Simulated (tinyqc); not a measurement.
Interband optics of a two-band s-p chain from momentum matrix elements: one step. Dielectric function from the table. Three cases, with inputs chosen for the exercise.

Problem. Take the mean over the rows. Also eps(0) at eta = 0, and the effective electrons per cell n_eff = 2 mean(f).

With w(k) = |<c|W|v>|^2 and D(k) = Ec - Ev, on the mesh k_j = (j + 1/2)/N (2 pi/a): eps(E) = 1 + (8 pi e2/(a Ar)) mean_j (w/D^2) [1/(D - E - i eta) + 1/(D + E + i eta)], e2 = e^2/(4 pi eps0); light polarised along the chains, no local fields.

Constants: e^2/(4 pi eps0) = 14.39964547 eV angstrom; hbar^2/2m0 = 3.80998211 eV angstrom^2.

Give: eps(E); eps(0); n_eff.

Case 1.

Values chosen: a = 3.53 angstrom (period); Ar = 6.3 angstrom^2 (cross-section per chain); eta = 0.15 eV (Lorentzian half width); E = 2.24 eV (photon energy).

Transitions:
```
k (2 pi/a)    D (eV)  w (eV^2 angstrom^2)        f
0.062500    4.319742             49.22453  2.99089
0.187500    6.455617              1.08278  0.04402
0.312500    7.076416             14.17623  0.52580
0.437500    6.240287             64.80052  2.72553
```

Solution.

eps(E) = 10.656+0.388i
eps(0) = 8.497
n_eff = 3.143

On a mesh of 2000 points the values are 12.238+0.557i, 9.346 and 3.246. n_eff need not equal the 2 electrons of the cell: a two-orbital basis with chosen hoppings does not obey the sum rule of free electrons.

Case 2.

Values chosen: a = 2.37 angstrom (period); Ar = 8.1 angstrom^2 (cross-section per chain); eta = 0.15 eV (Lorentzian half width); E = 1.01 eV (photon energy).

Transitions:
```
k (2 pi/a)    D (eV)  w (eV^2 angstrom^2)        f
0.050000    2.837846              6.85108  0.63365
0.150000    4.234253              0.12710  0.00788
0.250000    5.787858              1.94240  0.08808
0.350000    6.968840              6.40924  0.24139
0.450000    7.590995              9.63364  0.33310
```

Solution.

eps(E) = 3.981+0.113i
eps(0) = 3.658
n_eff = 0.522

On a mesh of 2000 points the values are 4.185+0.132i, 3.813 and 0.528. n_eff need not equal the 2 electrons of the cell: a two-orbital basis with chosen hoppings does not obey the sum rule of free electrons.

Case 3.

Values chosen: a = 3.86 angstrom (period); Ar = 11.9 angstrom^2 (cross-section per chain); eta = 0.2 eV (Lorentzian half width); E = 4.52 eV (photon energy).

Transitions:
```
k (2 pi/a)    D (eV)  w (eV^2 angstrom^2)        f
0.050000    2.535971             40.66367  4.20862
0.150000    5.458828              0.09940  0.00478
0.250000    7.280110             17.74990  0.63993
0.350000    7.625232             61.13761  2.10442
0.450000    7.231521            114.89650  4.17017
```

Solution.

eps(E) = -0.087+0.596i
eps(0) = 10.397
n_eff = 4.451

On a mesh of 2000 points the values are -1.764+0.894i, 25.416 and 5.547. n_eff need not equal the 2 electrons of the cell: a two-orbital basis with chosen hoppings does not obey the sum rule of free electrons. E lies within, or within 2 eta of, the range of transitions of the band (1.66 to 7.65 eV); their spacing on this mesh (up to 2.92 eV) exceeds eta, so eps(E) depends on where the few mesh points fall.

Computed by tinyqc, one run a case: `OMP_NUM_THREADS=1 python tinyqc.py N N+1 out.jsonl` with N = 1651783, 1652153, 1680326; one thread of a shared Intel(R) Xeon(R) Processor @ 2.30GHz, about 0.01 s a run at most.
